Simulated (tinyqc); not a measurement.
Gate voltage for a given inversion charge.

Inverse problem. p-type body, charge-sheet picture, depletion and inversion only, full ionisation (an idealisation for deep acceptors), Boltzmann statistics (rough once Na exp(x - xn) passes about Nc/7). In units of Vt: xg = (Vg - Vfb)/Vt, x = psi/Vt, G = gamma/sqrt(Vt), xn = (2 phiF + Vc)/Vt. The implicit equation is (xg - x)^2 = G^2 [x - 1 + exp(x - xn)] for x above about 3. Cox = eps0 eox/tox. ni = sqrt(Nc Nv) exp(-Eg/(2 Vt)), Eg in volts; phiF = Vt ln(Na/ni); gamma = sqrt(2 q eps0 eps_r Na)/Cox. N_inv = (Cox Vt G/q) [sqrt(x - 1 + exp(x - xn)) - sqrt(x - 1)]. Find x - xn, psi and Vg.

Parameters, values chosen for the exercise; band and dielectric values close to those of silicon: temperature T = 300 K; band gap Eg = 1.1 eV; relative permittivity eps_r = 11.9; conduction-band density of states at T Nc = 2.81e19 cm^-3; valence-band density of states at T Nv = 2.63e19 cm^-3; relative permittivity of the gate insulator (close to silicon dioxide) eox = 3.9; insulator thickness tox = 1.8 nm; acceptor density Na = 2e17 cm^-3; flat-band voltage Vfb = -0.7 V; channel-body voltage Vc = 0.2 V.

Constants: q = 1.602176634e-19 C, kB = 1.380649e-23 J/K, Vt = kB T/q, eps0 = 8.8541878128e-14 F/cm where lengths are in cm. Results are converted to the units shown.

N_inv = 3e11 cm^-2

Solution. N_inv rises steadily with x, so it fixes x; the implicit equation then gives xg directly.

x - xn = 2.790
psi = 1.118 V
Vg = 0.5848 V

tinyqc, about 0.01 s, one thread, Intel Xeon 2.30GHz (shared host): `OMP_NUM_THREADS=1 python tinyqc.py 2122234 2122235 out.jsonl`
